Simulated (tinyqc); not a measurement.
Inside a calculation: deep level with several charge states, and Shockley-Read-Hall recombination. Values are carried at full precision from step to step, so a last printed digit may differ when a step is redone from the rounded ones.

Energies from Ev. The defect has charge states 0, -1, -2 with weights 1, gm exp((EF - E1)/kT), exp((2 EF - E1 - E2)/kT); the shares are the weights over their sum. Boltzmann carriers: n = Nc exp((EF - Eg)/kT), p = Nv exp(-EF/kT). Neutrality: p - n + Nd + Nt <q> = 0.

Constants: kB = 8.617333262e-05 eV/K.

Inputs chosen for the exercise (gap and densities of states near those of Si at this temperature; the results hold for these values, not for the real material):
- Eg = 1.124 eV (gap)
- Nc = 2.79e+19 1/cm^3 (conduction-band density of states)
- Nv = 1.12e+19 1/cm^3 (valence-band density of states)
- T = 300 K
- E1 = 0.346 eV (level (0/-1) above Ev)
- E2 = 0.593 eV (level (-1/-2) above Ev)
- gm = 1 (degeneracy of the middle state, the others 1)
- Nt = 6.4e+14 1/cm^3 (defects)
- Nd = 9e+13 1/cm^3 (ionised shallow donors minus acceptors)
- E_try = 0.546 eV (trial Fermi level)
- Et = 0.346 eV (recombination level above Ev)
- sn = 4.3e-14 cm^2 (electron capture cross-section)
- sp_ = 2.6e-15 cm^2 (hole capture cross-section)
- vth = 24000000 cm/s (thermal velocity, both carriers)
- Nm = 1.8e+16 1/cm^3 (equilibrium electrons for the lifetime steps)
- dn = 6.4e+14 1/cm^3 (excess pairs)

## Charge states at a trial Fermi level

Form the exponents, the shares, the mean charge and the residual of neutrality at EF = E_try.

exponents of the second and third weights: 7.736  5.918

shares: 0 0.0004, -1 0.8600, -2 0.1396

<q> = -1.1392

n, p (1/cm^3): 5.44e+09  7.53e+09

residual = -6.39e+14 1/cm^3

The residual is negative, so EF must fall.

## The neutral state

Solve for EF.

EF = 0.3148 eV

shares at EF: 0 0.769, -1 0.231, -2 0.000

n = 7.12e+05 1/cm^3
p = 5.76e+13 1/cm^3

Without the defects the majority density would be 9.00e+13 1/cm^3; with them the density of these carriers is 7.12e+05, below that of the other kind: the type has inverted, so the defects more than cancel the doping. Most defects are in the state 0.

## Recombination through one level

One level at Et with degeneracy 1: tn = 1/(sn vth Nt), tp = 1/(sp_ vth Nt), n1 = Nc exp((Et - Eg)/kT), p1 = Nv exp(-Et/kT), ni^2 = n1 p1. Equilibrium n0 = Nm, p0 = ni^2/Nm; n = n0 + dn, p = p0 + dn. U = (n p - ni^2)/(tp (n + n1) + tn (p + p1)), lifetime dn/U; emission rates en = sn vth n1, ep = sp_ vth p1.

Evaluate each quantity.

tn, tp (microsecond): 0.001514  0.02504

n1, p1 (1/cm^3): 2.38e+06  1.72e+13

U = 2.55e+22 1/(cm^3 s)
lifetime = 0.0251 microsecond

The lifetime is 1.002 times the minority capture time tp and 0.945 times tn + tp, the limit of high injection.

## Emission and generation in a depleted region

With n = p = 0 the level generates pairs at G = Nt en ep/(en + ep); generation lifetime tg = ni/G; current density e G W for a width W = 1 micrometre, e = 1.602176634e-19 C.

en, ep (1/s): 2.45  1.08e+06

G = 1.57e+15 1/(cm^3 s)
tg = 4.08 microsecond
current density = 2.51e-08 A/cm^2

The slower step, electron emission, limits the rate: en/ep = 2.28e-06.

## Checks

- U against hole capture minus emission at the steady occupation of the level (1/(cm^3 s)): both 2.550e+22.

Computed by tinyqc, a small Python program: `OMP_NUM_THREADS=1 python tinyqc.py 1651467 1651468 out.jsonl` (the numbers bound the seed that draws the inputs); one thread of a shared host (Intel(R) Xeon(R) Processor @ 2.30GHz), about 0.01 s for the whole set of steps.
